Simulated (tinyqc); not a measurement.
Growth with time: grain growth, pinning, strength and diffusional creep of a polycrystal or thin film. Computed by tinyqc, a small Python program. Command: `OMP_NUM_THREADS=1 python tinyqc.py 3007965 3007966 out.jsonl grain walk`. One thread of a shared host (Intel(R) Xeon(R) Processor @ 2.30GHz), about 0.01 s of CPU time with the checks.

One mean grain size d describes the structure.

Inputs (values chosen for the exercise, modelled on nickel):

| quantity | value | unit |
|---|---|---|
| boundary energy gamma | 0.88 | J/m^2 |
| mobility prefactor M0 | 5.1e-06 | m^4/(J s) |
| activation energy of boundary motion Q_m | 1.59 | eV |
| anneal temperature T | 833 | K |
| initial grain size d0 | 65 | nm |
| particle volume fraction f | 0.0012 | - |
| particle radius r | 4.4 | nm |
| film thickness h | 1400 | nm |
| surface energy gamma_s | 2.1 | J/m^2 |

Sample: thin film on a substrate.

Constants: k_B = 8.617333262e-05 eV/K.

Method. M = M0 exp(-Q_m/(k_B T)). The driving pressure is 2 gamma/d. Zener pinning pressure 3 f gamma/(2 r) stops growth at d_Z = 4 r/(3 f). Grooves where boundaries meet the surface have the angle theta = arcsin(gamma/(2 gamma_s)) and are taken to stop growth at d_h = h/(2 theta), a few film thicknesses; the limit is 1/d_lim = 1/d_Z + 1/d_h. dd/dt = 2 M gamma (1/d - 1/d_lim) integrates to 2 M gamma t = d_lim (d0 - d) + d_lim^2 ln[(d_lim - d0)/(d_lim - d)]; without pinning d^2 = d0^2 + 4 M gamma t.

limit d_lim = 1975.90 nm

mobility M = 1.22412e-15 m^4/(J s)

At T:

| t (s) | free growth (nm) | pinned growth (nm) | d/d_lim |
|---|---|---|---|
| 2.7 | 125.9 | 123.6 | 0.06257 |
| 9.1 | 208.4 | 201.4 | 0.10191 |
| 27 | 347.2 | 327.3 | 0.16565 |
| 91 | 629.6 | 564.6 | 0.28575 |
| 270 | 1080.6 | 893.3 | 0.45208 |
| 910 | 1981.2 | 1382.1 | 0.69946 |
| 2700 | 3411.5 | 1796.6 | 0.90926 |
| 9100 | 6262.2 | 1971.1 | 0.99757 |

The apparent exponent d ln d/d ln t of the pinned growth is at most about 0.45, below the ideal 1/2, and falls to 0.076 in the last rows: the initial size hides the law early and pinning hides it late.
